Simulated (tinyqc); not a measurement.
Nuclear against electronic stopping over energy: ion implantation: universal nuclear stopping, Lindhard-Scharff electronic stopping and a Gaussian range profile. Computed by tinyqc, a small Python program. Command: `OMP_NUM_THREADS=1 python tinyqc.py 3022140 3022141 out.jsonl implant walk`. One thread of a shared host (Intel(R) Xeon(R) Processor @ 2.30GHz), about 0.08 s of CPU time with the checks.

An ion slows by elastic collisions with screened nuclei and by friction with electrons; channelling is ignored and the target is uniform.

Inputs (values chosen for the exercise, modelled on indium ions in diamond): ion atomic number Z1 = 49; ion mass M1 = 115 u; target atomic number Z2 = 6; target mass M2 = 12.01 u; target density N = 176.3 1/nm^3; scale factor of electronic stopping k = 1.5.

Method:
- Reduced energy eps = 32.53 M2 E/(Z1 Z2 (M1 + M2)(Z1^0.23 + Z2^0.23)), E in keV; s_n = ln(1 + 1.1383 eps)/(2 (eps + 0.01321 eps^0.21226 + 0.19593 eps^0.5)) for eps up to 30 and ln(eps)/(2 eps) above; S_n = 8.462 Z1 Z2 M1 s_n/((M1 + M2)(Z1^0.23 + Z2^0.23)) in 1e-15 eV cm^2.
- S_e = k 3.83 Z1^(7/6) Z2/(Z1^(2/3) + Z2^(2/3))^(3/2) sqrt(E/M1) in 1e-15 eV cm^2, E in keV.
- Path length R = int_0^E dE'/(N (S_n + S_e)); energy lost to nuclei nu = int_0^E S_n/(S_n + S_e) dE' (both with E' = E y^3 and 64 Gauss-Legendre points in y).

Stopping (1e-15 eV cm^2) and range:
```
E (keV)         eps     S_n     S_e  R (nm)     nu/E
1        2.6437e-03   51.94   4.418    2.35  0.91896
2        5.2873e-03   71.52   6.248    3.20  0.91984
5        1.3218e-02  103.62   9.879    4.96  0.91769
10       2.6437e-02  131.01  13.970    7.14  0.91291
20       5.2873e-02  158.40  19.757   10.62  0.90448
50       1.3218e-01  188.14  31.239   19.06  0.88525
100      2.6437e-01  199.61  44.178   31.20  0.86131
200      5.2873e-01  196.40  62.477   53.63  0.82438
500      1.3218e+00  167.38  98.785  118.13  0.74343
```

What does the comparison show, and why?

Nuclear stopping peaks near 100 keV among these rows (eps = 0.26; the universal curve peaks near 0.3). Nuclear stopping leads throughout. The path length grows as E^0.44 at the low end and E^0.86 at the high end; constant stopping would give E^1, and stopping that rises with E, be it nuclear (below its peak) or electronic, gives a lower exponent.

Extremes, crossings and ranges named in words are read from the listed rows.
